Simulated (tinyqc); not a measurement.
# Dose and depth of a threshold implant

Inverse problem. A sheet of D acceptors per cm^2 lies at depth xi inside the depleted layer of a body doped Na. In the depletion approximation VT = Vfb + f2 + q D/Cox + gamma sqrt(f2 + Vsb - q D xi/(eps0 eps_r)), gamma = sqrt(2 eps0 eps_r q Na)/Cox, Cox = eps0 eox/tox. Find gamma, D and xi.

Parameters, values chosen for the exercise; band and dielectric values close to those of silicon:
- eps_r = 11.5 (relative permittivity)
- Na = 7.5e15 cm^-3 (acceptor density deep in the body)
- eox = 7.37 (relative permittivity of the gate insulator (close to silicon nitride))
- tox = 15 nm (insulator thickness)
- Vfb = -0.95 V (flat-band voltage)
- f2 = 0.696 V (band bending 2 phiF at threshold)

Constants: q = 1.602176634e-19 C, eps0 = 8.8541878128e-14 F/cm where lengths are in cm. Results are converted to the units shown.

VT against the source at Vsb = 0 and 2.1 V (V): [-0.038322202, 0.069474988]

Solution. With y^2 = f2 - q D xi/(eps0 eps_r) and d the difference of the thresholds over gamma, sqrt(y^2 + Vsb) - y = d gives y = (Vsb - d^2)/(2 d). The first threshold then gives D, and y^2 gives xi.

gamma = 0.114 V^0.5
D = 3.90e11 cm^-2
xi = 48.0 nm

Program tinyqc, `OMP_NUM_THREADS=1 python tinyqc.py 2080071 2080072 out.jsonl`; Intel Xeon 2.30GHz, shared host, one thread, about 0.3 s.
